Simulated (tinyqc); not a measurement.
Worked calculation: optical gain and spontaneous emission in a bulk direct-gap semiconductor. Values are carried at full precision from step to step, so a last printed digit may differ when a step is redone from the rounded ones.

F_j(eta) = (1/Gamma(j + 1)) integral_0^infinity x^j dx/(1 + exp(x - eta)), which tends to exp(eta) for eta << 0.

Quasi-Fermi levels: n = Nc F_1/2(Fc/kT) and p = Nv F_1/2(Fv/kT), Fc counted up from the conduction edge and Fv down from the valence edge; Nc, Nv from N = 2 (m kB T/(4 pi c))^(3/2) with c = hbar^2/2m0, in 1/angstrom^3; times 1e24 for 1/cm^3, with me and (mhh^(3/2) + mlh^(3/2))^(2/3).

Constants: hbar^2/2m0 = 3.80998211 eV angstrom^2; kB = 8.617333262e-05 eV/K; fine-structure constant alpha = 0.007297352564; hbar = 6.58211957e-16 eV s; hbar c = 1973.269805 eV angstrom.

Inputs chosen for the exercise (near those of InGaAs; not measured data): me = 0.0402 m0 (electron mass); mhh = 0.453 m0 (heavy-hole mass); mlh = 0.0509 m0 (light-hole mass); n = 1.2e+18 1/cm^3 (injected density, n = p); T = 200 K; Eg = 0.758 eV (direct gap); Ep = 22.7 eV (Kane energy); nr = 3.52 (refractive index); E = 0.793 eV (photon energy).

## Quasi-Fermi levels

Solve for Fc and Fv.

kT = 0.017235 eV
Nc = 1.101e+17 1/cm^3
Nv = 4.322e+18 1/cm^3
Fc = 0.0999 eV
Fv = -0.0204 eV
Fc + Fv = 0.0795 eV

The separation of the quasi-Fermi levels exceeds the gap, so photons between Eg and Eg + (Fc + Fv) see gain. The quasi-Fermi level of the electrons lies inside the band, that of the holes in the gap.

## Absorption of the empty crystal

Parabolic bands, vertical transitions, no excitons. For each hole band j: mr = me mj/(me + mj); joint density of states J_j(E) = (mr/c)^(3/2) sqrt(E - Eg)/(2 pi^2), both spins, c = hbar^2/2m0; averaged matrix element |e.p|^2 = m0 Ep/6; alpha_j(E) = 4 pi^2 alpha_f c Ep J_j/(3 nr E) in 1/angstrom (alpha_f the fine-structure constant, listed as alpha among the constants), times 1e8 for 1/cm.

Evaluate at E for heavy and light holes.

mr, J and alpha of each hole band:
```
hole   mr (m0)  J (1/(eV angstrom^3))  alpha (1/cm)
heavy  0.03692              9.042e-06        2690.3
light  0.02246              4.290e-06        1276.4
```

The heavy-hole band gives 68 % of the total, 3967 1/cm.

## Occupations and gain at E

For band j the electron sits at Ee = (E - Eg) mr/me above its edge and the hole at Eh = (E - Eg) mr/mj; fe = 1/(1 + exp((Ee - Fc)/kT)), fh = 1/(1 + exp((Eh - Fv)/kT)); gain g = sum_j alpha_j (fe + fh - 1).

Use mr and alpha from the table.

Energies, occupations and gain of each hole band:
```
hole   Ee (eV)  Eh (eV)     fe     fh  g (1/cm)
heavy   0.0321   0.0029  0.981  0.206       503
light   0.0196   0.0154  0.991  0.111       130
```

total gain = 632 1/cm

E - Eg = 0.0350 eV is below Fc + Fv = 0.0795 eV, so both bands give gain (Bernard-Duraffourg).

## Spontaneous emission

Spontaneous rate: R = integral of (nr E/(hbar c))^2/(pi^2 hbar) sum_j alpha_j fe fh dE, with alpha in 1/cm and (nr E/(hbar c))^2 in 1/cm^2 (1e16 per 1/angstrom^2); B = R/(n p); lifetime n/R.

Integrate over photon energy.

R = 2.43e+26 1/(cm^3 s)
B = 1.69e-10 cm^3/s
radiative lifetime = 4.93 ns

## Checks

- B at n = 1e13 1/cm^3 against the van Roosbroeck-Shockley value from alpha and ni^2 (cm^3/s): both 2.72e-10.

Program tinyqc; command `OMP_NUM_THREADS=1 python tinyqc.py 1682559 1682560 out.jsonl`; about 0.09 s on one thread of a shared Intel(R) Xeon(R) Processor @ 2.30GHz.
